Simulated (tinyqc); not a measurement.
# Fermi-level pinning at a metal contact (Cowley-Sze model): unpinning by a thin insulator

Interface states of density Ds lie behind a thin layer of thickness dl. Neglecting the depletion charge, the barrier for electrons is phi = S (pM - chi) + (1 - S) E0 with S = 1/(1 + q Ds dl/(eps0 ei)); the barrier for holes is Eg - phi.

An inserted insulator of thickness t and permittivity 8.5 damps the metal-induced states, Ds(t) = Ds exp(-t/0.43 nm), and adds t/8.5 to dl/ei.

Inputs (values chosen for the exercise); material values close to those of gallium nitride:
- Eg = 3.46 eV (band gap)
- chi = 4.14 eV (electron affinity)
- Ds = 3.1e12 cm^-2 eV^-1 (density of interface states)
- E0 = 2.83 eV (depth of their neutrality level below the conduction edge)
- dl = 0.38 nm (thickness of the interface layer)
- ei = 1.4 (its relative permittivity)
- pM = 4.83 eV (metal work function)

Constants: q = 1.602176634e-19 C, eps0 = 8.8541878128e-14 F/cm where lengths are in cm. Results are converted to the units shown.

Results:

| t (nm) | Ds(t) (cm^-2 eV^-1) | S | phi (eV) |
|---|---|---|---|
| 0 | 3.1000e12 | 0.86786 | 0.97278 |
| 0.3 | 1.5430e12 | 0.92112 | 0.85881 |
| 0.6 | 7.6801e11 | 0.95463 | 0.78710 |
| 0.9 | 3.8227e11 | 0.97456 | 0.74443 |
| 1.5 | 9.4707e10 | 0.99238 | 0.70630 |
| 1.8 | 4.7139e10 | 0.99590 | 0.69878 |
| 2.1 | 2.3463e10 | 0.99780 | 0.69470 |
| 2.4 | 1.1679e10 | 0.99883 | 0.69250 |

Estimate the missing row, t = 1.2 nm.

Computed row:

| t (nm) | Ds(t) (cm^-2 eV^-1) | S | phi (eV) |
|---|---|---|---|
| 1.2 | 1.9027e11 | 0.98599 | 0.71998 |

With this row back in the table: S rises from 0.868 to 0.999, and phi falls from 0.973 to 0.693 eV, towards pM - chi = 0.690 eV. The insulator also adds a tunnelling resistance, which is not counted here and sets a best thickness.

tinyqc, about 0.01 s, one thread, Intel Xeon 2.30GHz (shared host): `OMP_NUM_THREADS=1 python tinyqc.py 2430079 2430080 out.jsonl`
